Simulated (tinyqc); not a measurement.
## Mobility, diffusion coefficient and lifetime from two collectors

Inverse problem. For an injected sheet in a field F the peak time tp at distance L obeys u^2 tp^2 + 2 D tp = L^2 with u^2 = v^2 + 4 D/tau, and the pulse area goes as exp(L (v - u)/(2 D)); v = mu F. Find u, D, mu and tau without using the Einstein relation.

Parameters, values chosen for the exercise:
```
symbol  value  unit                      meaning
F          25  V/cm  sweep field along the drift
```

distances (um): [330, 650]
peak times (us): [2.40473902, 4.80191664]
ratio of the areas, far over near = 0.141723069

Solution. The two peak times give two linear equations for u^2 and D; the area ratio gives v - u, and u^2 - v^2 = 4 D/tau gives tau.

u = 1.335e4 cm/s
D = 12.25 cm^2/s
mu = 474.0 cm^2/(V s)
tau = 1.300e-6 s

Program tinyqc, `OMP_NUM_THREADS=1 python tinyqc.py 2310117 2310118 out.jsonl`; Intel Xeon 2.30GHz, shared host, one thread, about 0.01 s.
